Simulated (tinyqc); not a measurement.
# Hopping conduction between localised states, step by step

A worked calculation. Computed by tinyqc, a small Python program that keeps every step. Command: `OMP_NUM_THREADS=1 python tinyqc.py 3018737 3018738 out.jsonl hop walk`. One thread of a shared host (Intel(R) Xeon(R) Processor @ 2.30GHz), about 0.01 s of CPU time with the checks. Intermediate numbers are printed to about 7 digits and carried at full precision; extremes and crossings named in words are read from the listed rows.

Energies are counted from the Fermi level. A small network shows the mechanism; the laws of an infinite system follow.

Inputs (values chosen for the exercise, for a model defective oxide):
```
quantity,value,unit
localisation length xi,1,nm
density of states g_0,3.8e+18,1/(eV cm^3)
permittivity eps,11,-
activation energy E_a to extended states,0.48,eV
prefactor of activated conduction,160,S/cm
prefactor of hopping,0.49,S/cm
conductance scale G_0,1,microsiemens
temperature T,110,K
```

Dimension: 3D.

sites of the small network (nm, nm, meV):
```
,x,y,energy
1,0,1.77,4.88
2,1.29,0.67,-59.34
3,3.16,0.93,72.04
4,3.93,0.47,78.01
5,5.95,1.15,-17.78
6,7.2,1.48,1.22
```

Constants: k_B = 8.617333262e-05 eV/K; e^2/(4 pi eps_0) = 14.39964548 eV angstrom.

## Pair exponents

Miller-Abrahams exponent s_ij = 2 r_ij/xi + (|E_i| + |E_j| + |E_i - E_j|)/(2 k_B T); G_ij = G_0 exp(-s_ij). The diagonal is set to 0 and not used.

s_ij, lower triangle (symmetric):
```
,1,2,3,4,5,6
1,0.00000
2,10.16556,0.00000
3,14.13938,17.63599,0.00000
4,16.50858,19.78495,10.02359,0.00000
5,14.35496,15.62942,15.07294,14.36819,0.00000
6,14.92649,18.31931,15.75444,15.07457,4.59007,0.00000
```

## Kirchhoff solution

Site 1 is held at potential 1 and site 6 at 0; Kirchhoff's law sum_j G_ij (u_i - u_j) = 0 fixes the others; G = sum_j G_1j (1 - u_j). G_ij = G_0 exp(-s_ij).

potentials: [1.000000, 0.995113, 0.390608, 0.384140, 0.000106, 0.000000]

conductance G = 1.582741e-06 microsiemens

-ln(G/G_0) = 13.35635

## Critical path

Critical exponent s_c: the smallest value such that bonds with s_ij <= s_c connect site 1 with site 6.

critical exponent s_c = 14.35496

One such path is 1-5-6. -ln(G/G_0) = 13.36 against s_c = 14.35: parallel paths of similar difficulty raise G above the critical bond.

## The network against temperature

Miller-Abrahams exponent s_ij = 2 r_ij/xi + (|E_i| + |E_j| + |E_i - E_j|)/(2 k_B T); G_ij = G_0 exp(-s_ij). Site 1 is held at potential 1 and site 6 at 0; Kirchhoff's law sum_j G_ij (u_i - u_j) = 0 fixes the others; G = sum_j G_1j (1 - u_j). The last column is the length of the critical bond.

Network:
```
T (K),-ln(G/G_0),s_c,critical hop (nm)
33,16.10573,16.12774,7.205838
50,15.37271,15.54428,7.205838
77,14.51046,15.14713,7.205838
110,13.35635,14.35496,5.982215
160,11.49729,11.76441,3.269740
280,8.87049,9.22098,1.887988
550,6.83979,6.54798,1.887988
```

-ln(G/G_0) follows s_c within 1.0. The critical hop is 7.21 nm long at the lowest T and 1.89 nm at the highest: on cooling the carrier goes farther to find a site of nearer energy, which is variable-range hopping.

## Variable-range laws

Mott: T_M = 21.2/(k_B g_0 xi^3), exponent (T_M/T)^(1/4), mean hop r = (3/8) xi times the exponent. Efros-Shklovskii: T_ES = 2.8 e^2/(4 pi eps eps_0 k_B xi), exponent (T_ES/T)^(1/2). Coulomb gap width g_0^(1/2) (e^2/(4 pi eps eps_0))^(3/2). The numerical coefficients come from percolation theory and are given.

T_M = 6.474100e+07 K

T_ES = 4253.479 K

Mott exponent = 27.69789

Efros-Shklovskii exponent = 6.218359

mean hop by the Mott formula = 10.38671 nm

Coulomb gap = 2.919648 meV

The larger exponent, here Mott, is the one that limits; the two are equal at T = 0.279 K, below which the Coulomb gap rules.

## Total conductivity

sigma = s_1 exp(-E_a/k_B T) + s_2 exp(-larger of the two exponents); reduced activation energy w = d ln(sigma)/d ln(T) by a central difference of +/- 1 %.

activated part = 1.630650e-20 S/cm

hopping part = 4.583061e-13 S/cm

conductivity = 4.583062e-13 S/cm

reduced activation energy w = 6.924568

Hopping carries 100 %. For sigma = s exp(-(T_0/T)^p), w = p (T_0/T)^p, so the slope of ln w against ln T gives -p.

Checks made by the program: current leaving the first site against current entering the last (relative difference below 1e-10).
